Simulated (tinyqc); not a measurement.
Worked calculation: Hueckel theory of the pi electrons, for the molecule C=Cc1cccc2c(Cl)ccc-2c1 (SMILES; centres numbered as the heavy atoms are written). One step of it, computed by the program tinyqc.

Task: Orbitals. Diagonalise; E = alpha + x beta with beta < 0, so the largest x are filled first; degenerate levels share their electrons. P = sum n_i c_ri c_si; each orbital has its largest coefficient positive (the first on a tie).

Hueckel matrix in units of beta (H = alpha + beta A), order 1C, 2C, 3C, 4C, 5C, 6C, 7C, 8C, 9Cl, 10C, 11C, 12C, 13C:
```
[[0.000000, 1.000000, 0.000000, 0.000000, 0.000000, 0.000000, 0.000000, 0.000000, 0.000000, 0.000000, 0.000000, 0.000000, 0.000000],
 [1.000000, 0.000000, 1.000000, 0.000000, 0.000000, 0.000000, 0.000000, 0.000000, 0.000000, 0.000000, 0.000000, 0.000000, 0.000000],
 [0.000000, 1.000000, 0.000000, 1.000000, 0.000000, 0.000000, 0.000000, 0.000000, 0.000000, 0.000000, 0.000000, 0.000000, 1.000000],
 [0.000000, 0.000000, 1.000000, 0.000000, 1.000000, 0.000000, 0.000000, 0.000000, 0.000000, 0.000000, 0.000000, 0.000000, 0.000000],
 [0.000000, 0.000000, 0.000000, 1.000000, 0.000000, 1.000000, 0.000000, 0.000000, 0.000000, 0.000000, 0.000000, 0.000000, 0.000000],
 [0.000000, 0.000000, 0.000000, 0.000000, 1.000000, 0.000000, 1.000000, 0.000000, 0.000000, 0.000000, 0.000000, 0.000000, 0.000000],
 [0.000000, 0.000000, 0.000000, 0.000000, 0.000000, 1.000000, 0.000000, 1.000000, 0.000000, 0.000000, 0.000000, 1.000000, 0.000000],
 [0.000000, 0.000000, 0.000000, 0.000000, 0.000000, 0.000000, 1.000000, 0.000000, 0.410000, 1.000000, 0.000000, 0.000000, 0.000000],
 [0.000000, 0.000000, 0.000000, 0.000000, 0.000000, 0.000000, 0.000000, 0.410000, 2.010000, 0.000000, 0.000000, 0.000000, 0.000000],
 [0.000000, 0.000000, 0.000000, 0.000000, 0.000000, 0.000000, 0.000000, 1.000000, 0.000000, 0.000000, 1.000000, 0.000000, 0.000000],
 [0.000000, 0.000000, 0.000000, 0.000000, 0.000000, 0.000000, 0.000000, 0.000000, 0.000000, 1.000000, 0.000000, 1.000000, 0.000000],
 [0.000000, 0.000000, 0.000000, 0.000000, 0.000000, 0.000000, 1.000000, 0.000000, 0.000000, 0.000000, 1.000000, 0.000000, 1.000000],
 [0.000000, 0.000000, 1.000000, 0.000000, 0.000000, 0.000000, 0.000000, 0.000000, 0.000000, 0.000000, 0.000000, 1.000000, 0.000000]]
```

pi electrons, sum of z_r less the charge = 14

Give: x values; occupations; coefficients; charge and bond-order matrix P.

Result:

x values: [2.3902, 2.0857, 1.8101, 1.4482, 0.9749, 0.8304, 0.3929, -0.3945, -0.5679, -1.1753, -1.6430, -2.0030, -2.1387]

occupations: [2.0000, 2.0000, 2.0000, 2.0000, 2.0000, 2.0000, 2.0000, 0.0000, 0.0000, 0.0000, 0.0000, 0.0000, 0.0000]

coefficients, order 1C, 2C, 3C, 4C, 5C, 6C, 7C, 8C, 9Cl, 10C, 11C, 12C, 13C:
```
[[0.0488, -0.0940, 0.2014, -0.1529, 0.4176, -0.3420, -0.3641, 0.1537, 0.4992, -0.4316, -0.1118, 0.1332, 0.1076],
 [0.1166, -0.1961, 0.3645, -0.2214, 0.4071, -0.2840, -0.1431, -0.0607, -0.2835, 0.5073, 0.1837, -0.2667, -0.2301],
 [0.2298, -0.3150, 0.4584, -0.1677, -0.0207, 0.1061, 0.3079, -0.1298, -0.3382, -0.1646, -0.1900, 0.4011, 0.3846],
 [0.1690, -0.2278, 0.3351, 0.2519, -0.0105, 0.4182, 0.0771, 0.5244, 0.0236, -0.2663, 0.1694, -0.3972, -0.1731],
 [0.1741, -0.1602, 0.1481, 0.5326, 0.0105, 0.2411, -0.2776, -0.0770, 0.3248, 0.4776, -0.0884, 0.3944, -0.0143],
 [0.2472, -0.1064, -0.0670, 0.5194, 0.0207, -0.2179, -0.1862, -0.4940, -0.2080, -0.2950, -0.0242, -0.3928, 0.2037],
 [0.4167, -0.0616, -0.2694, 0.2196, 0.0097, -0.4221, 0.2044, 0.2719, -0.2067, -0.1308, 0.1281, 0.3924, -0.4213],
 [0.3482, 0.1488, -0.1979, 0.0269, 0.3744, 0.0118, 0.5009, 0.0942, 0.2439, 0.2283, -0.4437, -0.2716, 0.1854],
 [0.3755, 0.8059, 0.4058, -0.0197, -0.1483, -0.0041, -0.1270, -0.0161, -0.0388, -0.0294, 0.0498, 0.0278, -0.0183],
 [0.2616, 0.0416, -0.2552, -0.1725, 0.4160, 0.4336, 0.0445, -0.3025, 0.0841, -0.1255, 0.5804, 0.1403, 0.0323],
 [0.2771, -0.0620, -0.2640, -0.2768, 0.0312, 0.3483, -0.4835, 0.0252, -0.2916, -0.0808, -0.5099, -0.0093, -0.2545],
 [0.4006, -0.1710, -0.2227, -0.2283, -0.3856, -0.1444, -0.2344, 0.2925, 0.0815, 0.2205, 0.2573, -0.1216, 0.5120],
 [0.2638, -0.2330, 0.1302, -0.2735, -0.4168, -0.0461, 0.1869, -0.4125, 0.4520, -0.0475, -0.0410, -0.1395, -0.4192]]
```

charge and bond-order matrix P, order 1C, 2C, 3C, 4C, 5C, 6C, 7C, 8C, 9Cl, 10C, 11C, 12C, 13C:
```
[[0.9981, 0.9012, 0.0034, -0.2337, -0.0101, 0.1603, 0.0246, -0.1421, 0.0260, -0.0138, 0.1569, -0.0013, -0.2472],
 [0.9012, 1.0016, 0.4203, -0.0067, -0.0734, 0.0145, 0.0169, 0.0215, -0.0060, 0.0148, -0.0151, -0.0657, 0.0021],
 [0.0034, 0.4203, 0.9936, 0.5806, 0.0179, -0.2168, -0.0544, 0.1713, -0.0293, 0.0202, -0.2078, 0.0052, 0.6018],
 [-0.2337, -0.0067, 0.5806, 0.8743, 0.6581, 0.1374, -0.2226, 0.0101, 0.0018, 0.1723, 0.0216, -0.1998, 0.1439],
 [-0.0101, -0.0734, 0.0179, 0.6581, 0.9938, 0.6523, 0.0021, -0.2209, 0.0372, 0.0116, 0.1804, -0.0624, -0.2209],
 [0.1603, 0.0145, -0.2168, 0.1374, 0.6523, 0.8585, 0.5916, 0.0188, -0.0177, -0.2128, -0.0724, 0.1614, -0.1884],
 [0.0246, 0.0169, -0.0544, -0.2226, 0.0021, 0.5916, 1.0366, 0.5924, -0.0650, -0.0652, -0.2318, 0.3932, 0.1655],
 [-0.1421, 0.0215, 0.1713, 0.0101, -0.2209, 0.0188, 0.5924, 1.1490, 0.1014, 0.6525, -0.1888, -0.2231, -0.0778],
 [0.0260, -0.0060, -0.0293, 0.0018, 0.0372, -0.0177, -0.0650, 0.1014, 1.9876, -0.0750, 0.0154, 0.0286, 0.0155],
 [-0.0138, 0.0148, 0.0202, 0.1723, 0.0116, -0.2128, -0.0652, 0.6525, -0.0750, 1.0562, 0.6550, -0.0791, -0.2236],
 [0.1569, -0.0151, -0.2078, 0.0216, 0.1804, -0.0724, -0.2318, -0.1888, 0.0154, 0.6550, 1.1658, 0.5893, 0.0189],
 [-0.0013, -0.0657, 0.0052, -0.1998, -0.0624, 0.1614, 0.3932, -0.2231, 0.0286, -0.0791, 0.5893, 1.0320, 0.6050],
 [-0.2472, 0.0021, 0.6018, 0.1439, -0.2209, -0.1884, 0.1655, -0.0778, 0.0155, -0.2236, 0.0189, 0.6050, 0.8528]]
```
